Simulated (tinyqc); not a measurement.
What moves the results: band edges of strained Si(1-x)Ge(x) on relaxed Si(1-y)Ge(y). A value that a table varies takes the place of the one given here.

Values are linear in the Ge fraction but for ED(x) = linear - CD x (1 - x) and a(x) = linear - Ca x (1 - x). Energies are on the common scale of Ev.

Coherent growth on a (111) face: e_par = (a(y) - a(x))/a(x), e_perp = -(2 C11 + 4 C12 - 4 C44)/(C11 + 2 C12 + 4 C44) e_par; exx = eyy = ezz = (2 e_par + e_perp)/3 and exy = eyz = ezx = (e_perp - e_par)/3.

A valley with unit axis u lies at Ev + gap + (av + a_valley) tr(e) + Xu (u.e.u - tr(e)/3); the Delta axes are x, y, z and the L axes [111], [1-1-1], [-11-1], [-1-11]. The second-order shift of the Delta valleys under shear is left out; it lowers the pair normal to the sheared plane by tens of meV at a shear of 1 %.

Valence edges: Ev plus the levels of the 6 x 6 matrix of X, Y, Z times spin with -Dso/3 + l exx + m (eyy + ezz) on the diagonal (cyclic), n exy off it, l = av + 2 b, m = av - b, n = sqrt(3) d. Spin-orbit term (Dso/3) L.sigma on X, Y, Z with (L_k)_ij = -i epsilon_kij: <X+|H|Y+> = -i Dso/3, <X+|H|Z-> = Dso/3, <Y+|H|Z-> = -i Dso/3, <Z+|H|X-> = -Dso/3, <Z+|H|Y-> = i Dso/3, <X-|H|Y-> = i Dso/3, and their conjugates; + and - are the spin along z.

Coherent growth: e_par = (a(y) - a(x))/a(x). (001): e_perp = -2 (C12/C11) e_par; exx = eyy = e_par, ezz = e_perp, no shear. (111): e_perp = -(2 C11 + 4 C12 - 4 C44)/(C11 + 2 C12 + 4 C44) e_par; exx = eyy = ezz = (2 e_par + e_perp)/3 and exy = eyz = ezx = (e_perp - e_par)/3. (110): e_perp = -(C11 + 3 C12 - 2 C44)/(C11 + C12 + 2 C44) e_par; exx = eyy = (e_par + e_perp)/2, ezz = e_par, exy = (e_perp - e_par)/2, eyz = ezx = 0.

Inputs chosen for the exercise (end members near Si and Ge, in this order; not measured data):
```
symbol  value           unit      meaning
a       (5.429, 5.664)  angstrom  lattice constant
Dso     (0.045, 0.287)  eV        spin-orbit splitting
av      (2.5, 1.25)     eV        valence hydrostatic potential
b       (-2.1, -2.57)   eV        tetragonal shear potential
d       (-4.79, -5.25)  eV        trigonal shear potential
C11     (164.5, 127.8)  GPa
C12     (64.4, 48.9)    GPa
C44     (80.2, 66)      GPa
Ev      (0, 0.62)       eV        top of the unstrained valence band
ED      (1.156, 0.942)  eV        gap to the Delta valleys
EL      (2.031, 0.74)   eV        gap to the L valleys
aD      (1.88, 1.24)    eV        hydrostatic potential of the Delta gap
aL      (-2.86, -2.73)  eV        hydrostatic potential of the L gap
XuD     (9.39, 9.45)    eV        uniaxial potential, Delta
XuL     (16.31, 15.64)  eV        uniaxial potential, L
CD      0.231           eV        bowing of the Delta gap
Ca      0.024           angstrom  bowing of the lattice constant
face    111                       growth face
y       0                         Ge fraction of the relaxed buffer
x       0.24                      Ge fraction of the layer
```

## Composition of the layer

The buffer is kept. dEc = Ec(buffer) - Ec(layer), dEv = Ev(layer) - Ev(buffer); buffer edges Ev(y) and Ev(y) + min(ED, EL). The digit behind Delta or L counts whole valleys.

Results:
```
x     e_par (%)  lowest valleys  gap (eV)  next valleys above (meV)  valence splitting (meV)  dEc (eV)  dEv (eV)
0.08      -0.31          Delta6     1.100                       813                       20     0.005     0.050
0.16      -0.63          Delta6     1.048                       747                       34     0.006     0.102
0.24      -0.95          Delta6     0.998                       678                       46     0.003     0.154
0.31      -1.23          Delta6     0.958                       616                       56    -0.003     0.201
0.39      -1.56          Delta6     0.914                       541                       67    -0.013     0.255
0.47      -1.89          Delta6     0.873                       463                       79    -0.029     0.311
0.55      -2.22          Delta6     0.836                       382                       90    -0.048     0.368
```

How do the results move?

The gap is 1.100 eV in the first row and 0.836 eV in the last. The lowest valleys are Delta6 throughout. Per 0.1 of x the valence offset moves by +68 meV on average; the conduction offset lies between -48 and +6 meV, not monotonically. Both carriers sit on one side for x = 0.08, 0.16 and 0.24, and on opposite sides elsewhere. Offsets below about 30 meV are within the spread of parameter sets, so those rows do not settle the type. Strains above 2 % can be kept only in layers of a few nanometres.

## Composition of the buffer

The layer is kept. dEc = Ec(buffer) - Ec(layer), dEv = Ev(layer) - Ev(buffer); buffer edges Ev(y) and Ev(y) + min(ED, EL). The digit behind Delta or L counts whole valleys.

Results:
```
y     e_par (%)  lowest valleys  gap (eV)  next valleys above (meV)  valence splitting (meV)  dEc (eV)  dEv (eV)
0.00      -0.95          Delta6     0.998                       678                       46     0.003     0.154
0.11      -0.52          Delta6     1.027                       669                       32    -0.001     0.083
0.34       0.41          Delta6     1.053                       566                       37     0.005    -0.027
0.45       0.87          Delta6     1.035                       462                       86     0.016    -0.049
0.56       1.34          Delta6     1.014                       356                      139     0.032    -0.067
0.68       1.87          Delta6     0.988                       238                      200     0.055    -0.083
0.79       2.37          Delta6     0.964                       126                      258     0.081    -0.096
```

How do the results move?

The gap is 0.998 eV in the first row and 0.964 eV in the last, with its largest listed value, 1.053 eV, at y = 0.34: it peaks near the match y = x, since strain of either sign narrows it. The lowest valleys are Delta6 throughout. Per 0.1 of y the valence offset moves by -32 meV on average; the conduction offset lies between -1 and +81 meV, not monotonically. Both carriers sit on one side for y = 0.00, and on opposite sides elsewhere. Offsets below about 30 meV are within the spread of parameter sets, so those rows do not settle the type. Strains above 2 % can be kept only in layers of a few nanometres.

## The same layer on three faces

dEc = Ec(buffer) - Ec(layer), dEv = Ev(layer) - Ev(buffer); buffer edges Ev(y) and Ev(y) + min(ED, EL). The digit behind Delta or L counts whole valleys.

Results:
```
face   e_par (%)  lowest valleys  gap (eV)  next valleys above (meV)  valence splitting (meV)  dEc (eV)  dEv (eV)  Delta spread (meV)  L spread (meV)
(001)      -0.95          Delta4     0.952                       159                       45     0.043     0.161                 159               0
(111)      -0.95          Delta6     0.998                       678                       46     0.003     0.154                   0             194
(110)      -0.95          Delta2     0.954                        67                       47     0.045     0.156                  67             153
```

How do the results move?

On (001) only the Delta valleys split (159 meV), on (111) only the L valleys (194 meV), on (110) both (67 and 153 meV). The lowest valleys are Delta4 on (001), Delta6 on (111) and Delta2 on (110); the smallest gap is 0.952 eV on (001) and the largest 0.998 eV on (111).

## What each parameter does

dEc = Ec(buffer) - Ec(layer), dEv = Ev(layer) - Ev(buffer); buffer edges Ev(y) and Ev(y) + min(ED, EL). Each row changes one parameter from the base and keeps the others.

Results:
```
case                       gap (eV)  valence splitting (meV)  dEc (eV)  dEv (eV)
base                         0.9985                     45.8    0.0035    0.1541
x = 0.27                     0.9807                     50.2    0.0013    0.1740
y = 0.03                     1.0063                     43.0    0.0018    0.1348
CD = 0.281 eV                0.9893                     45.8    0.0126    0.1541
Dso = (0.052, 0.33) eV       0.9985                     49.3    0.0035    0.1541
av = (2.875, 1.438) eV       0.9985                     45.8    0.0084    0.1491
XuD = (10.798, 10.867) eV    0.9985                     45.8    0.0035    0.1541
Ev = (0, 0.713) eV           0.9985                     45.8   -0.0188    0.1764
b = (-2.415, -2.956) eV      0.9985                     45.8    0.0035    0.1541
```

What does this show?

The largest shifts from the base row, up to three for each result and ties (the steps differ in size, so this ranks the rows, not the parameters). gap (eV): x -0.0178, CD -0.0091, y +0.0078; unchanged at the printed digits by Dso, av, XuD, Ev and b. valence splitting (meV): x +4.4, Dso +3.5, y -2.8; unchanged at the printed digits by CD, av, XuD, Ev and b. dEc (eV): Ev -0.0223, CD +0.0091, av +0.0049; unchanged at the printed digits by Dso, XuD and b. dEv (eV): Ev +0.0223, x +0.0200, y -0.0192; unchanged at the printed digits by CD, Dso, XuD and b. The lowest valleys of the layer are Delta6, so among the conduction-band potentials only those of that family reach the gap and dEc; the buffer is unstrained. A shift large enough to swap the lowest family would change that.

(tinyqc, `OMP_NUM_THREADS=1 python tinyqc.py 1080841 1080842 out.jsonl`, Intel(R) Xeon(R) Processor @ 2.30GHz, 1 thread, shared host, about 0.01 s.)
